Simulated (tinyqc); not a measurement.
What each parameter does: coherent potential approximation for a binary alloy with a semi-elliptic band.

Site levels eA = -x d (share 1 - x) and eB = (1 - x) d (share x), so that their mean, the virtual crystal, is 0. Pure band: G0(z) = 2 (z - sqrt(z - W) sqrt(z + W))/W^2 with principal roots, density -Im G/pi per site. The medium has a self-energy S(z), G = G0(z - S), z = E + i eta. t_i = (e_i - S)/(1 - (e_i - S) G); the CPA demands <t> = (1 - x) tA + x tB = 0. Iteration: start at S = 0, set S(new) = S + <t>/(1 + <t> G), stop when |<t>| < 1e-9 eV.

Inputs chosen for the exercise: W = 3 eV (half width of the pure band); x = 0.43 (fraction of B); d = 3.69 eV (eB - eA); eta = 0.06 eV (broadening); E = 2.37 eV (energy).

Converged values at E.

Results for these values:
```
case  Re S (eV)  Im S (eV)  density (1/eV)
base     1.4621    -0.9988          0.1419
```

What happens to each result for E = 2.67 eV, all else kept?

Answer: Re S falls from 1.4621 to 1.4115; Im S rises from -0.9988 to -0.8605; density falls from 0.1419 to 0.1402.

The same for each parameter in turn:
```
case           Re S (eV)  Im S (eV)  density (1/eV)
base              1.4621    -0.9988          0.1419
W = 3.3 eV        1.3721    -1.0618          0.1306
x = 0.48          1.3472    -0.8041          0.1486
d = 4.059 eV      1.7597    -1.1451          0.1399
eta = 0.12 eV     1.4323    -1.0099          0.1383
E = 2.67 eV       1.4115    -0.8605          0.1402
```

tinyqc: `OMP_NUM_THREADS=1 python tinyqc.py 1482131 1482132 out.jsonl`; about 0.01 s, one thread, shared Intel(R) Xeon(R) Processor @ 2.30GHz.
